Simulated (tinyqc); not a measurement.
Changing the temperature T: Heisenberg spin cluster by exact diagonalisation: multiplets, susceptibility, level crossings. Computed by tinyqc, a small Python program. Command: `OMP_NUM_THREADS=1 python tinyqc.py 3006876 3006877 out.jsonl spincl sweep`. One thread of a shared host (Intel(R) Xeon(R) Processor @ 2.30GHz), about 0.01 s of CPU time with the checks.

H = J1 sum S_i.S_j over the bonds 1-2, 2-3 + J2 sum over 1-3 - g mu_B B S_z; J > 0 is antiferromagnetic.

Inputs (values chosen for the exercise, for a model cluster):
```
quantity     value  unit
exchange J1   1.59   meV
exchange J2   0.85   meV
g factor      2.15     -
field B        1.2     T
```

Cluster: triangle, two J1 bonds and one J2 bond. Spin s of each site: 0.5.

Constants: k_B = 8.617333262e-05 eV/K; mu_B = 5.7883818060e-05 eV/T.

Method:
- Every multiplet has one member in the block S_z = 0.5; diagonalise it and read the total spin from <S^2> = S (S + 1).
- Z = sum k (2S + 1) exp(-E/(k_B T)) over the table, k the number of multiplets; <S^2> likewise with the factor S (S + 1); chi T = N_A g^2 mu_B^2 <S^2>/(3 k_B) = 0.125049 g^2 <S^2> cm^3 K/mol (cgs, per mole of clusters); C = (<E^2> - <E>^2)/(k_B T)^2; entropy = ln Z + <E>/(k_B T).
- Each multiplet splits as E - g mu_B B m; <S_z> is the Boltzmann mean. The first level crossing is at the smallest (E_S - E_0)/(g mu_B (S - S_0)) over higher spins (0 if the ground state has the highest spin).

One run for each value:
```
temperature T (K)  chi T (cm^3 K/mol)  heat capacity (k_B)  entropy (k_B)    <S_z>
2.4                            0.4336              0.34089         0.8182  0.17308
3.9                            0.4361              0.50438         1.0290  0.10998
6.4                            0.4692              0.61943         1.3074  0.07292
11.0                           0.6065              0.58126         1.6471  0.05507
17.0                           0.7746              0.37482         1.8573  0.04553
29.0                           0.9648              0.16059         1.9949  0.03324
47.0                           1.0875              0.06526         2.0464  0.02312
77.0                           1.1693              0.02477         2.0670  0.01518
130.0                          1.2226              0.00871         2.0751  0.00940
```

Over the rows, chi T (cm^3 K/mol) rises from 0.434 to 1.22 (exponent d ln y / d ln x 0.012 between the first rows and 0.085 between the last); heat capacity (k_B) goes from 0.341 through a maximum among these rows, 0.619 at 6.40, to 0.00871; entropy (k_B) rises from 0.818 to 2.08 (exponent d ln y / d ln x 0.47 between the first rows and 0.0074 between the last).

Extremes, crossings and ranges named in words are read from the listed rows.
